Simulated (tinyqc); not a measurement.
UHF in the 3-21g basis, for H2+, spin multiplicity 2, step by step. One step of it, computed by the program tinyqc.

Question. Iteration 2 (converged): orbitals. Diagonalise F' = X^T F X, C = X C', fill 1 alpha and 0 beta electrons from the bottom; D(s) = C_occ C_occ^T. Each column has its largest component positive (the first on a tie).

F(alpha) (hartree), order 1H 1s, 1H 2s, 2H 1s, 2H 2s:
$$\begin{pmatrix}
-0.304778 & -0.699131 & -0.248225 & -0.415648 \\
-0.699131 & -0.672508 & -0.415648 & -0.539840 \\
-0.248225 & -0.415648 & -0.304778 & -0.699131 \\
-0.415648 & -0.539840 & -0.699131 & -0.672508
\end{pmatrix}$$

F(beta) (hartree), order 1H 1s, 1H 2s, 2H 1s, 2H 2s:
$$\begin{pmatrix}
0.060383 & -0.370208 & -0.090903 & -0.185478 \\
-0.370208 & -0.320071 & -0.185478 & -0.243665 \\
-0.090903 & -0.185478 & 0.060383 & -0.370208 \\
-0.185478 & -0.243665 & -0.370208 & -0.320071
\end{pmatrix}$$

X, order 1H 1s, 1H 2s, 2H 1s, 2H 2s:
$$\begin{pmatrix}
1.240462 & -0.481986 & 0.028198 & 0.032020 \\
-0.481986 & 1.398770 & 0.032020 & -0.376780 \\
0.028198 & 0.032020 & 1.240462 & -0.481986 \\
0.032020 & -0.376780 & -0.481986 & 1.398770
\end{pmatrix}$$

Give: F' = X^T F X; orbital energies; coefficients C; F' = X^T F X; orbital energies; coefficients C; D(alpha) after iteration 2; D(beta) after iteration 2.

Answer.

F' = X^T F X (alpha) (hartree):
$$\begin{pmatrix}
0.186 & -0.663 & -0.049 & -0.135 \\
-0.663 & -0.134 & -0.135 & -0.219 \\
-0.049 & -0.135 & 0.186 & -0.663 \\
-0.135 & -0.219 & -0.663 & -0.134
\end{pmatrix}$$

orbital energies (alpha) (hartree): MO1 -0.943, MO2 -0.374, MO3 0.694, MO4 0.727

coefficients C (alpha), order 1H 1s, 1H 2s, 2H 1s, 2H 2s:
$$\begin{pmatrix}
0.277 & 0.287 & -0.886 & 0.911 \\
0.392 & 0.710 & 1.097 & -0.685 \\
0.277 & -0.287 & 0.886 & 0.911 \\
0.392 & -0.710 & -1.097 & -0.685
\end{pmatrix}$$

F' = X^T F X (beta) (hartree):
$$\begin{pmatrix}
0.452 & -0.514 & 0.019 & -0.043 \\
-0.514 & 0.026 & -0.043 & -0.110 \\
0.019 & -0.043 & 0.452 & -0.514 \\
-0.043 & -0.110 & -0.514 & 0.026
\end{pmatrix}$$

orbital energies (beta) (hartree): MO1 -0.428, MO2 -0.209, MO3 0.778, MO4 0.815

coefficients C (beta), order 1H 1s, 1H 2s, 2H 1s, 2H 2s:
$$\begin{pmatrix}
0.201 & 0.214 & -0.906 & 0.930 \\
0.447 & 0.797 & 1.036 & -0.651 \\
0.201 & -0.214 & 0.906 & 0.930 \\
0.447 & -0.797 & -1.036 & -0.651
\end{pmatrix}$$

D(alpha) after iteration 2, order 1H 1s, 1H 2s, 2H 1s, 2H 2s:
$$\begin{pmatrix}
0.077 & 0.109 & 0.077 & 0.109 \\
0.109 & 0.154 & 0.109 & 0.154 \\
0.077 & 0.109 & 0.077 & 0.109 \\
0.109 & 0.154 & 0.109 & 0.154
\end{pmatrix}$$

D(beta) after iteration 2, order 1H 1s, 1H 2s, 2H 1s, 2H 2s:
$$\begin{pmatrix}
0.000 & 0.000 & 0.000 & 0.000 \\
0.000 & 0.000 & 0.000 & 0.000 \\
0.000 & 0.000 & 0.000 & 0.000 \\
0.000 & 0.000 & 0.000 & 0.000
\end{pmatrix}$$
